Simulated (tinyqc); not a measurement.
Longitudinal sound in a periodic multilayer: transfer matrices, stop bands and folded phonons: one step, computed by the program tinyqc.

Layers 1 and 2 repeat with period d = d_1 + d_2; waves travel normal to the layers, without loss. State vector (u, s): displacement u and stress divided by omega. Impedances Z = rho v are in 1e6 kg/(m^2 s).

Task: Transfer matrix of one period. A layer maps (u, s) by [[cos p, sin p/Z], [-Z sin p, cos p]], p = 2 pi f d_i/v_i; one period is M = M_2 M_1, and cos(q d) = trace(M)/2.

Inputs (values chosen for the exercise, modelled on gallium arsenide (layer 1), aluminium arsenide (layer 2) and silicon (substrate)):
```
quantity       value  unit
velocity v_1    4670   m/s
thickness d_1   11.4    nm
velocity v_2    5640   m/s
thickness d_2   13.6    nm
frequency f     74.9   GHz
```

Z_2 = 21.6012

Z_1 = 24.751

Give: phase p_1; phase p_2; M; trace(M)/2.

Result:

phase p_1 = 1.1488 rad

phase p_2 = 1.1348 rad

M:
```
          1         2
1  -0.77455  0.032752
2   -17.555  -0.54874
```

trace(M)/2 = -0.66164

|trace/2| < 1: f lies in a pass band, with q d = 2.2938 rad (folded into 0 to pi).
